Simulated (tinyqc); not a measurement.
Thickness of the antireflection layer under the resist: thin-film optics by transfer matrices.

Indices N = n + i k. Snell: N0 sin(theta) = N_j sin(theta_j), with Im(N_j cos theta_j) >= 0. Admittance y_j = N_j cos theta_j for s and N_j/cos theta_j for p. Phase delta_j = 2 pi N_j cos theta_j d_j/lambda. Layer matrix [[cos delta, -i sin delta/y], [-i y sin delta, cos delta]], multiplied from the top down to M. (B, C) = M (1, y_sub); r = (y0 B - C)/(y0 B + C), R = |r|^2, T = 4 Re y0 Re y_sub/|y0 B + C|^2, absorbed in the films 1 - R - T.

Parameters, chosen for this exercise (indices near those of resist, ARC, SiO2 on Cu; not measured data): lam = 633 nm (vacuum wavelength); n0 = 1 (ambient index); n = (1.636, 1.669, 1.451, 0.273) (n of resist, ARC, SiO2, substrate); k = (0, 0.02, 0, 3.265) (k in the same order); d = (104, 25.4, 3) nm (thicknesses, top first).

Light arrives at normal incidence from inside the resist, taken as the ambient with its real index n; the second entry of d takes the values listed.

Reflectance back into the resist:
```
d_2 (nm)       R
0         0.8761
10        0.8710
20        0.8636
30        0.8539
40        0.8424
50        0.8296
80        0.7912
100       0.7725
120       0.7626
```

Give the missing row, d_2 (nm) = 60.

Computed row:
```
d_2 (nm)       R
60        0.8162
```

Without the layer R = 0.8761; the lowest value listed is 0.7626 at 120 nm, against a quarter wave lambda/(4 n) = 94.8 nm. A very thick layer would leave only its top interface, R = 0.0001, but k is too small for that at these thicknesses.

(tinyqc, `OMP_NUM_THREADS=1 python tinyqc.py 1650014 1650015 out.jsonl`, Intel(R) Xeon(R) Processor @ 2.30GHz, 1 thread, shared host, about 0.01 s.)
